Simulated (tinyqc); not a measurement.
Slater-Koster d bands of a bcc metal: sweeps and comparisons. A value that a table varies takes the place of the one given here.

Slater-Koster d bands. For a bond with direction cosines (l, m, n) the 5 x 5 block is dds Ps + ddp Pp + ddd (1 - Ps - Pp), the projectors on sigma, pi and delta states about the bond; for instance <xy|xy> = 3 l^2 m^2 dds + (l^2 + m^2 - 4 l^2 m^2) ddp + (n^2 + l^2 m^2) ddd, <xy|yz> = 3 l m^2 n dds + l n (1 - 4 m^2) ddp + l n (m^2 - 1) ddd and <3z2-r2|3z2-r2> = (n^2 - (l^2 + m^2)/2)^2 dds + 3 n^2 (l^2 + m^2) ddp + (3/4)(l^2 + m^2)^2 ddd. H(k) sums the blocks times cos(k.R) over the neighbours; the d level is the zero of energy; k in 2 pi/a.

Neighbours: eight at (a/2)(1,1,1) and equivalents, and six at a(1,0,0) and equivalents with the integrals times f2.

Mesh: k = f1 b1 + f2 b2 + f3 b3 with fractions (j + 1/2)/N, j = 0 to N - 1, and b = (-1,1,1), (1,-1,1), (1,1,-1) for fcc, (0,1,1), (1,0,1), (1,1,0) for bcc, unit vectors for simple cubic. The lowest Nd/10 of all levels are filled with two electrons each; the bond energy is their sum per atom.

Parameters, chosen for this exercise (of the size met in Ta; not measured data): dds = -1.424 eV (dd sigma); ddp = 0.769 eV (dd pi); ddd = -0.114 eV (dd delta); f2 = 0.487 (factor on all three integrals for second neighbours); N = 10 (mesh).

## Band filling: full bands against the rectangular model

W = sqrt(12 mu2) with mu2 the mean square level on the mesh; rectangular model: Fermi level W (Nd/10 - 1/2), bond energy -W Nd (10 - Nd)/20. The Fermi level of the mesh is the highest filled level.

Per atom (eV):
```
Nd  EF, bands  bond energy, bands  EF, rectangle  bond energy, rectangle
1      -3.362              -3.842         -3.422                  -3.850
2      -2.742              -6.872         -2.567                  -6.844
3      -2.048              -9.296         -1.711                  -8.983
4      -0.841             -10.945         -0.856                 -10.266
5       0.738             -10.802          0.000                 -10.694
6       1.346              -9.716          0.856                 -10.266
7       1.714              -8.162          1.711                  -8.983
8       2.105              -6.286          2.567                  -6.844
9       3.106              -3.720          3.422                  -3.850
```

W = 8.555 eV
full width on the mesh = 10.079 eV

The bond energy is deepest at Nd = 4 (-10.945 eV); the rectangle has its minimum at 5. The two differ most at Nd = 7, by 0.821 eV or 8 % of the deepest value: the second moment fixes the parabola, and higher moments the rest. At Nd = 3 and 7 the bands give -9.296 and -8.162 eV, a skew towards less than half filling.

## Which lattice a d-band metal prefers

fcc has twelve neighbours, bcc eight and six (the six times f2), simple cubic six. The integrals of bcc and sc are scaled so that all three have the second moment of fcc, which stands for equal repulsion (structural energy difference theorem). s and p electrons are left out.

Bond energy per atom:
```
Nd  fcc (eV)  bcc - fcc (meV)  sc - fcc (meV)
1     -4.615              279            -110
2     -7.818               63             -79
3    -10.222             -268             284
4    -11.794             -556             686
5    -12.248               59             873
6    -11.517              553             409
7     -9.769              558            -170
8     -7.259              166            -637
9     -3.948             -251            -777
```

scale factors: bcc 1.1285, sc 1.4142

mu3/mu2^1.5: fcc -0.176, bcc -0.166, sc 0.000

mu4/mu2^2: fcc 1.845, bcc 1.736, sc 2.340

largest change of a difference when N is raised to 14 = 33 meV

fcc is lowest for Nd = 5 and 6. bcc is lowest for Nd = 3 and 4. sc is lowest for Nd = 1, 2, 7, 8 and 9. bcc gains most on fcc at Nd = 4 (-556 meV). A small fourth moment marks a two-peaked band, which tends to favour fillings near one half; bcc has -6 % against fcc, and at Nd = 5 it lies +59 meV from fcc, which the fourth moment alone does not explain (differences of a few tens of meV are within the error of the mesh; hcp is left out, and this d-only model can miss the lattice of the real metal). The third moments, from three-membered rings, skew the bands. That simple cubic wins anywhere comes from keeping d bands and equal second moments alone; no transition metal takes it. Differences below about 33 meV are within the error of this mesh, and the s and p electrons left out weigh most where the d band is nearly empty or full.

## What each integral does

Levels at Gamma, E(t2g) = (8/3) dds + (16/9) ddp + (32/9) ddd + f2 (4 ddp + 2 ddd), E(eg) = (16/3) ddp + (8/3) ddd + f2 (3 dds + 3 ddd), and W = sqrt(12 mu2), the width of a rectangular band with the same second moment mu2 = z (dds^2 + 2 ddp^2 + 2 ddd^2)/5, z = 8 + 6 f2^2. Each row changes one parameter from the base and keeps the others.

Results:
```
case              t2g (eV)  eg (eV)  W (eV)
base               -1.4486   1.5503  8.5553
dds = -1.6376 eV   -2.0182   1.2382  9.3799
ddp = 0.6536 eV    -1.8785   0.9348  8.1098
ddd = -0.1311 eV   -1.5260   1.4797  8.5664
f2 = 0.4139        -1.6568   1.8876  8.3741
```

The largest shifts from the base row, up to three for each result and ties (the steps differ in size, so this ranks the rows, not the parameters). t2g (eV): dds -0.5696, ddp -0.4300, f2 -0.2082. eg (eV): ddp -0.6155, f2 +0.3373, dds -0.3121. W (eV): dds +0.8246, ddp -0.4456, f2 -0.1813. The ratio of the shifts of t2g and eg names the integral: it is the ratio of the coefficients in the two formulas.

tinyqc: `OMP_NUM_THREADS=1 python tinyqc.py 1450295 1450296 out.jsonl`; about 0.06 s, one thread, shared Intel(R) Xeon(R) Processor @ 2.30GHz.
